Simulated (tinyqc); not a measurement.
# Gap voltage and exponent from three temperatures

Question. At constant current VBE(T) = Vg0 - a T - eta (kB T/q) ln T, where a is a constant. Find Vg0, eta and dVBE/dT at the middle temperature.

Constants: q = 1.602176634e-19 C, kB = 1.380649e-23 J/K. Results are converted to the units shown.

T (K): 233  253  300
VBE at a constant current (V): 0.7672486082  0.7237642778  0.6199661750

Solution. The relation is linear in Vg0, a and eta, so three points give a linear system; the slope is (VBE - Vg0 - eta kB T/q)/T. eta rests on the curvature of VBE(T) alone, so real fits need accuracy of some tens of microvolts or better.

Vg0 = 1.21 V
eta = 3.10
dVBE/dT = -2.19 mV/K

Computed by the program tinyqc: `OMP_NUM_THREADS=1 python tinyqc.py 2062137 2062138 out.jsonl`, one thread of a shared Intel Xeon 2.30GHz, about 0.03 s for the whole run.
